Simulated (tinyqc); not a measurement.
Self-heating of a transistor with one or more fingers, with temperature-dependent conductivity: one step, computed by the program tinyqc.

N long parallel fingers lie on the top face of a slab whose bottom is held at T_0; the top is otherwise insulated, and heat flows in two dimensions. P in W/mm is 1000 P in W/m.

Task: Extra rise from ballistic phonons. Near a source smaller than the free path, Fourier's law overstates the flow. Rough estimate: a strip that emits phonons into a half space adds a resistance times area of 4 Lambda/(3 kappa_0), from the ballistic flux C v Delta T/4 with kappa_0 = C v Lambda/3, so Delta T_b = 4 Lambda P/(3 kappa_0 w); Knudsen number Lambda/w.

Inputs (values chosen for the exercise, modelled on germanium):
```
quantity                                      value        unit
conductivity at the base temperature kappa_0   49.9     W/(m K)
power per gate width P                         0.33        W/mm
width of the heat source w                     0.14  micrometre
phonon free path Lambda                         110          nm
```

Power: fixed power.

largest theta = 24.81851 K

Give: Knudsen number; ballistic rise Delta T_b; Delta T_b / largest theta.

Result:

Knudsen number = 0.78571

ballistic rise Delta T_b = 6.9281 K

Delta T_b / largest theta = 0.27915

The ballistic term is a large share: this rough estimate calls for a transport calculation. Caution: the source is narrower than two phonon free paths, so the Fourier result understates the rise at the source.
